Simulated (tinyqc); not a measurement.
Inside a calculation: strained quantum well: band edges, subbands and transparency. Values are carried at full precision from step to step, so a last printed digit may differ when a step is redone from the rounded ones.

Growth on (001), barriers unstrained: tr(e) = e (2 - nu2), Z = b e (1 + nu2); Ec = Ev + Eg + ac tr(e), E_HH = Ev + av tr(e) + Z, E_LH = Ev + av tr(e) - Z (coupling to the split-off band left out).

Constants: hbar^2/2m0 = 3.80998211 eV angstrom^2; hc = 1239.841984 eV nm; kB = 8.617333262e-05 eV/K.

Parameters, chosen for this exercise (near those of an InGaAs/AlGaAs well; not measured data):
```
symbol  value    unit           meaning
e       -0.0106                 strain in the plane
nu2     0.944                   2 C12/C11
Eg      1.201    eV             unstrained gap of the well
Ev      -0.769   eV             its valence edge
ac      -6.86    eV
av      1.14     eV             Ev moves by av tr(e)
b       -1.97    eV             shear potential
Egb     1.671    eV             gap of the barrier
Evb     -0.905   eV             its valence edge
L       84       angstrom       well width
me      0.0597   m0             electron mass
g1      8.93                    gamma1
g2      3.03                    gamma2
meb     0.084    m0
g1b     6.3
g2b     1.8
T       300      K              temperature
Br      2.2      x 1e-4 cm^2/s  two-dimensional radiative coefficient
```

## Strained band edges and offsets

Give tr(e), Z, the edges Ec, E_HH, E_LH and the well depths against the barrier.

tr(e) = -0.01119
Z = 0.0406 eV

Ec, E_HH, E_LH (eV): 0.5088  -0.7412  -0.8224

depths for e, HH, LH (eV): 0.2572  0.1638  0.0826

The well is under compression, which puts HH on top, by 81 meV; the gap becomes 1.2500 eV, +49 meV from the unstrained one.

## Subband edges

Masses along z: me, 1/(g1 - 2 g2) for HH, 1/(g1 + 2 g2) for LH, likewise in the barrier; in the plane me, 1/(g1 + g2) for HH and 1/(g1 - g2) for LH (no mixing, which understates the hole masses away from k = 0). Level n solves k L + 2 atan[(k/m)/(kappa/mb)] = n pi, k = sqrt(m E/c), kappa = sqrt(mb (V - E)/c), c = hbar^2/2m0.

Up to three electron, four HH and two LH levels, on the common energy scale, with their masses in the plane.

Subbands:
```
level   E (eV)  m in the plane
e1      0.5514          0.0597
e2      0.6736          0.0597
hh1    -0.7517          0.0836
hh2    -0.7830          0.0836
hh3    -0.8331          0.0836
lh1    -0.8477          0.1695
hh4    -0.8941          0.0836
lh2    -0.9049          0.1695
```

lowest transition = 1.3031 eV
wavelength hc/E = 951.5 nm

The top hole level is hh1, so the edge is mainly TE polarised; hh2 lies 31 meV lower.

## Transparency density

Transparency (Bernard-Duraffourg): Fc - Fv equals the lowest transition energy with n = p, n = sum m/(2 pi c) kB T ln(1 + exp((Fc - E)/kB T)) and p likewise over the listed subbands; c = hbar^2/2m0, 1/angstrom^2 = 1e16/cm^2.

Solve for u = (Fc - e1)/kB T; give n_tr, the share of holes in the top subband and the current e Br n_tr^2 (e = 1.602177e-19 C).

u = 0.496
n_tr = 0.636 x 1e12/cm^2
share = 0.675
current density = 14.2 A/cm^2

For mirror-image bands u = 0 and n_tr = me kB T ln2/(2 pi c) = 0.447 x 1e12/cm^2; the heavier or more numerous hole states raise it by a factor 1.42.

## Checks

- Transparency for equal single subbands against m kB T ln2/(2 pi c): both 0.3743.

tinyqc: `OMP_NUM_THREADS=1 python tinyqc.py 1281087 1281088 out.jsonl`; about 0.01 s, one thread, shared Intel(R) Xeon(R) Processor @ 2.30GHz.
